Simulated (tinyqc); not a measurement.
# Sheet resistance and Hall data of a diffused or implanted layer, step by step

A worked calculation. Computed by tinyqc, a small Python program that keeps every step. Command: `OMP_NUM_THREADS=1 python tinyqc.py 3020908 3020909 out.jsonl layer walk`. One thread of a shared host (Intel(R) Xeon(R) Processor @ 2.30GHz), about 0.01 s of CPU time with the checks. Intermediate numbers are printed to about 7 digits and carried at full precision; extremes and crossings named in words are read from the listed rows.

Carriers are taken equal to the net active doping down to the junction (full ionisation, which deep dopants in wide-gap hosts do not reach; no spill-over, no depletion), and the Hall factor is 1.

Inputs (values chosen for the exercise, modelled on aluminium in 4H-SiC):
```
quantity                                 value        unit
mu_min                                    16.4  cm^2/(V s)
mu_max                                     122  cm^2/(V s)
N_ref                                  1.9e+19      1/cm^3
exponent alpha                            0.34           -
peak concentration N_0                 8.1e+17      1/cm^3
length scale l                             190          nm
background doping N_B (opposite type)  2.7e+16      1/cm^3
probe current I                              1          mA
magnetic field B                           0.5           T
```

Profile: Gaussian at the surface. Activation: complete.

Constants: e = 1.602176634e-19 C.

## Dose and junction depth

N(x) = N_0 exp(-x^2/l^2), dose N_0 l sqrt(pi)/2, junction x_j = l sqrt(ln(N_0/N_B)).

dose = 1.363903e+13 1/cm^2

junction depth x_j = 350.4044 nm

## Profile

Mobility mu = mu_min + (mu_max - mu_min)/(1 + (N_t/N_ref)^alpha), N_t = active doping + N_B; carriers n = active doping - N_B, all dopants active. sigma = e n mu.

Depth, doping, carriers, mobility and conductivity at 2, 10, 20, 35, 50, 65, 80, 90 and 98 % of the layer:
```
x (nm)      N (1/cm^3)    n (1/cm^3)  mu (cm^2/(V s))  sigma (S/cm)
7.0081    8.088988e+17  7.818988e+17          94.8695      11.88469
35.0404   7.829135e+17  7.559135e+17          95.0854      11.51586
70.0809   7.069687e+17  6.799687e+17          95.7513      10.43143
122.6415  5.339956e+17  5.069956e+17          97.5119       7.92086
175.2022  3.461025e+17  3.191025e+17         100.0229       5.11376
227.7628  1.924869e+17  1.654869e+17         102.9976       2.73087
280.3235  9.186021e+16  6.486021e+16         106.0336       1.10187
315.3639  5.152486e+16  2.452486e+16         107.8513       0.42378
343.3963  3.089284e+16  3.892835e+15         109.0737       0.06803
```

The mobility varies by a factor 1.1 across these points and the conductivity by 175.

## Sheet values

Integrals from x_0 (0 unless stated) to x_j by the midpoint rule on 400 even intervals: 1/R_s = e int n mu dx; sheet density n_s = int n dx; Hall sheet density (int n mu dx)^2/int n mu^2 dx; Hall mobility int n mu^2 dx/int n mu dx. Mean conductivity 1/(R_s x_j); mean mobility 1/(e n_s R_s).

sheet resistance R_s = 5103.231 ohm

sheet density n_s = 1.256878e+13 1/cm^2

mean mobility = 97.30862 cm^2/(V s)

Hall sheet density = 1.255813e+13 1/cm^2

Hall mobility = 97.39113 cm^2/(V s)

mean conductivity 1/(R_s x_j) = 5.592233 S/cm

Carriers amount to 92.2 % of the dose. A Hall measurement weights the mobile tail and reports 99.9 % of n_s.

## What the probes read

Collinear four-point probe on a large thin layer: V = I R_s ln(2)/pi. Van der Pauw on a symmetric sample: R = R_s ln(2)/pi as well. Hall voltage V_H = I B/(e x Hall sheet density); tangent of the Hall angle V_H/(I R_s).

four-point voltage = 1125.954 mV

Hall voltage = 24.85047 mV

tangent of the Hall angle = 0.004869557

Caution: the four-point voltage exceeds 1 V, where heating and junction leakage disturb the reading; a real measurement would use a smaller current.

## Shortcuts against the integral

Shortcuts: R_s = 1/(e Q mu) with the dose Q and the mobility at the (active) peak concentration; 1/(e n_s mu) with mu at N_t = n_s/x_j + N_B; 1/(e Q mu_max).

Sheet resistances:
```
method                                   R_s (ohm)  deviation (%)
integral                                  5103.231        0.00000
dose, mobility at the peak                4824.147       -5.46876
n_s, mobility at the mean concentration   4974.546       -2.52162
dose, mu_max                              3750.993      -26.49769
```

The closest shortcut is «n_s, mobility at the mean concentration» (-2.5 %).

## Stripping the layer step by step

After removing a depth d the integrals start at d. Differences between neighbouring rows give the local conductivity -d(1/R_s)/dx at the middle of the slice (the last slice uses one more step, not listed).

Differential sheet resistance:
```
removed d (nm)  R_s (ohm)  slice conductivity (S/cm)  sigma at mid-slice (S/cm)
0                  5103.2                   11.77167                   11.80329
35                 6461.9                   11.02763                   11.05364
70                 8609.1                    9.67001                    9.68639
105               12148.9                    7.92309                    7.92841
140               18321.4                    6.04547                    6.04091
175               29920.6                    4.26901                    4.25763
210               54111.9                    2.75549                    2.74101
245              113173.3                    1.58086                    1.56650
```

R_s doubles after removing between 70.0 and 105 nm of a layer 350 nm deep, so half the current flows above that depth. Where sigma exceeds a tenth of its largest listed value, the slice values agree with it within 1 %.

Checks made by the program: conductance integral against adaptive quadrature (relative difference 1e-07).
